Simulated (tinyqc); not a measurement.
Worked calculation: valley-orbit splitting of a donor ground state, with strain. Computed by tinyqc, a small Python program that keeps every step. Command: `OMP_NUM_THREADS=1 python tinyqc.py 3005436 3005437 out.jsonl valleyorbit walk`. One thread of a shared host (Intel(R) Xeon(R) Processor @ 2.30GHz), about 0.01 s of CPU time with the checks. Intermediate numbers are printed to about 7 digits and carried at full precision; extremes and crossings named in words are read from the listed rows.

The basis is the 1s envelope in each valley; energies are counted from the unstrained conduction-band edge. The strain is e_s (a a^T - 1/3) for the unit stress axis a, so valley j along n_j moves by Xi_u e_s w_j with w_j = (n_j.a)^2 - 1/3: -1/3 for x and y, +2/3 for z.

Inputs (values chosen for the exercise, for a model many-valley semiconductor): single-valley binding energy E_0 = 40.5 meV; central-cell shift Lambda = 7.17 meV; coupling Delta_1 = 2.2 meV; coupling Delta_2 = 2.03 meV; shear deformation potential Xi_u = 8.28 eV; shear strain e_s = 0.0002; temperature T = 200 K; donor density N_D = 6.3e+15 cm^-3; density-of-states mass of one valley m_e = 0.32 m_0.

Valleys: six along <100>. Stress axis: [001].

Constants: k_B = 8.617333262e-05 eV/K; m_0 = 9.1093837015e-31 kg; k_B = 1.380649e-23 J/K; h = 6.62607015e-34 J s.

## Levels without strain

By symmetry: E(A1) = E_0 + Lambda + 4 Delta_1 + Delta_2 (one state), E(T2) = E_0 + Lambda - Delta_2 (three), E(E) = E_0 + Lambda - 2 Delta_1 + Delta_2 (two), as binding energies.

E(A1) = 58.5 meV

E(T2) = 45.64 meV

E(E) = 45.3 meV

Only A1 has all valley amplitudes in phase, so only it has weight at the nucleus. Of the upper states T2 is bound more strongly, because Delta_1 is larger than Delta_2.

## The valley matrix under strain

H_jj = -(E_0 + Lambda) + Xi_u e_s w_j; H_jk = -Delta_2 between opposite valleys and -Delta_1 between perpendicular ones.

H (meV), rows +x, -x, +y, -y, +z, -z:
$$\begin{pmatrix}
-48.222 & -2.030 & -2.200 & -2.200 & -2.200 & -2.200 \\
-2.030 & -48.222 & -2.200 & -2.200 & -2.200 & -2.200 \\
-2.200 & -2.200 & -48.222 & -2.030 & -2.200 & -2.200 \\
-2.200 & -2.200 & -2.030 & -48.222 & -2.200 & -2.200 \\
-2.200 & -2.200 & -2.200 & -2.200 & -46.566 & -2.030 \\
-2.200 & -2.200 & -2.200 & -2.200 & -2.030 & -46.566
\end{pmatrix}$$

## Levels and ground state under strain

Diagonalise H; the ground vector has positive components. The density at the nucleus, and so the contact hyperfine coupling, scales as (sum_j c_j)^2/(number of valleys), which is 1 without strain; the envelopes are held fixed.

levels (meV): [-58.54417, -46.19200, -46.19200, -45.85200, -44.70383, -44.53600]

valley amplitudes of the ground state: +x 0.4239047, -x 0.4239047, +y 0.4239047, -y 0.4239047, +z 0.3749795, -z 0.3749795

hyperfine ratio A/A_0 = 0.9968084

The valleys that move down hold 71.9 % of the ground state, against 66.7 % without strain.

## Binding energy under strain

The binding energy is counted from the lowest valley edge, min_j Xi_u e_s w_j; the gap is from the ground state to the next level.

binding energy under strain = 57.99217 meV

gap to the first excited state = 12.35217 meV

## Populations and ionisation

z = sum over levels of exp(-(E - E_ground)/k_B T), the ground-state share being 1/z; N_c = 2 (2 pi m_e k_B T/h^2)^(3/2) sum_j exp(-(shift_j - lowest shift)/k_B T); n1 = N_c/(2 z) exp(-binding/k_B T), binding = lowest shift - E_ground; without compensation n = 2 N_D/(1 + sqrt(1 + 4 N_D/n1)) (Boltzmann statistics; p and higher states left out).

partition sum z = 3.347114

share of neutral donors in the ground state = 0.2987648

N_c = 1.438276e+19 cm^-3

n1 = 7.426826e+16 cm^-3

free electrons n = 5.840672e+15 cm^-3

Caution: k_B T exceeds a third of E_0, so the p and higher states, left out, hold part of the bound electrons.

## Strain dependence

The contact hyperfine ratio is A/A_0 = (sum_j c_j)^2/(number of valleys), c_j the valley amplitudes of the ground state; binding from the lowest valley edge.

Against strain:
```
e_s       Xi_u e_s (w_max - w_min) (meV)  binding (meV)  gap to next level (meV)      A/A_0
-0.00160                        -13.2480       52.91091                  7.27091  0.7876264
-0.00060                         -4.9680       55.64502                 10.00502  0.9633155
-0.00020                         -1.6560       57.44400                 11.80400  0.9962335
-0.00006                         -0.4968       58.17301                 12.53301  0.9996775
0.00006                           0.4968       58.33850                 12.69850  0.9996933
0.00020                           1.6560       57.99217                 12.35217  0.9968084
0.00060                           4.9680       57.20444                 11.56444  0.9768603
0.00160                          13.2480       56.07336                 10.43336  0.9078775
```

A/A_0 falls for either sign of strain, to 0.788 and 0.908 at the ends; its limits are the shares of the valleys that end up lowest, 2/6 under compression and 4/6 under tension. Near zero strain A/A_0 changes in second order, the binding in first. The binding energy drops from 58.50 meV to 52.91 and 56.07 meV, since fewer valleys share the valley-orbit gain.

## Do the excited 1s states matter for ionisation?

No strain here. The last two columns set z = 1, with the A1 depth, or use one level at E_0 with z equal to the number of valleys.

Ionised share:
```
T (K)         z  all 1s states  ground state alone  no splitting
34     1.059331   4.073907e-04        4.192996e-04     0.0036880
57     1.354935   2.937438e-02        3.410878e-02     0.0846961
85     1.848261   2.167916e-01        2.821621e-01     0.3690143
120    2.423044   5.773567e-01        7.249757e-01     0.7169415
170    3.059310   8.653481e-01        9.472594e-01     0.9138117
270    3.860222   9.754241e-01        9.933968e-01     0.9821344
450    4.576228   9.948480e-01        9.988651e-01     0.9957458
```

z grows from 1.059 to 4.58 of at most 6. Leaving out the excited states overstates the ionised share by up to 30.2 % (at 85.0 K); ignoring the splitting misses by a factor 9.05 at the lowest T and 1.00 at the highest.

Checks made by the program: symmetry formulas against diagonalisation (relative difference below 1e-10).
